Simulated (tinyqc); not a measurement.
Binding against mu: shallow acceptor in the spherical model (Baldereschi-Lipari), strong spin-orbit limit. Computed by tinyqc, a small Python program. Command: `OMP_NUM_THREADS=1 python tinyqc.py 3030814 3030815 out.jsonl acceptor walk`. One thread of a shared host (Intel(R) Xeon(R) Processor @ 2.30GHz), about 0.01 s of CPU time with the checks.

The 1S(3/2) state has an s envelope f(r) and a d envelope g(r). In effective units they obey -(f'' + 2f'/r + 2f/r) + mu (g'' + 5g'/r + 3g/r^2) = E f and -(g'' + 2g'/r - 6g/r^2 + 2g/r) + mu (f'' - f'/r) = E g. The cubic term, the split-off band and the central cell are left out.

Inputs (values chosen for the exercise, modelled on GaP):

| quantity | value | unit |
|---|---|---|
| Luttinger gamma_1 | 4.07 | - |
| Luttinger gamma_2 | 0.474 | - |
| Luttinger gamma_3 | 1.27 | - |
| dielectric constant eps | 10.8 | - |

Constants: Ry = 13.605693123 eV; a_0 = 0.529177210903 angstrom.

Method:
- Ry* = Ry/(gamma_1 eps^2), a* = a_0 eps gamma_1, mu = (6 gamma_3 + 4 gamma_2)/(5 gamma_1), delta = (gamma_3 - gamma_2)/gamma_1; spherical masses 1/(gamma_1 (1 - mu)) (heavy) and 1/(gamma_1 (1 + mu)) (light).
- Basis: f_i = exp(-zeta_i r), g_i = r exp(-zeta_i r), weight r^2 dr, s = zeta_i + zeta_j. S_ff = 2/s^3, H_ff = zeta_i zeta_j S_ff - 2/s^2; S_gg = 24/s^5, H_gg = 8/s^3 + 24 zeta_i zeta_j/s^5 - 12/s^4; H(f_i, g_j) = mu (6 zeta_i^2/s^4 + 2 zeta_i/s^3); S_fg = 0. Each function is normalised by sqrt(S_ii).
- Large basis: zeta_i = 0.08 x 1.55^(i-1), i = 1..20 in each channel; overlap eigenvalues below 1e-11 are dropped.

mu = 0.467617

1S(3/2):

| mu | binding (Ry*) | d weight | binding x (1 - mu) |
|---|---|---|---|
| 0.10 | 1.0091 | 0.00424 | 0.90817 |
| 0.14 | 1.0180 | 0.00832 | 0.87544 |
| 0.28 | 1.0764 | 0.03356 | 0.77498 |
| 0.47 | 1.2540 | 0.09659 | 0.66464 |
| 0.50 | 1.2985 | 0.10979 | 0.64927 |
| 0.80 | 2.5802 | 0.29828 | 0.51604 |
| 0.90 | 4.7683 | 0.38818 | 0.47683 |
| 0.95 | 9.1447 | 0.44002 | 0.45723 |

The binding grows from 1.009 to 9.14 Ry*, slowly at first (second order in mu), while the d weight rises to 0.44. The last column, the binding in units of the heavy-hole Rydberg, falls to 0.457, towards about 0.44 as mu tends to 1. Caution: gamma_3 and gamma_2 differ by more than 0.17 gamma_1: band warping, left out here, adds several per cent to the binding.
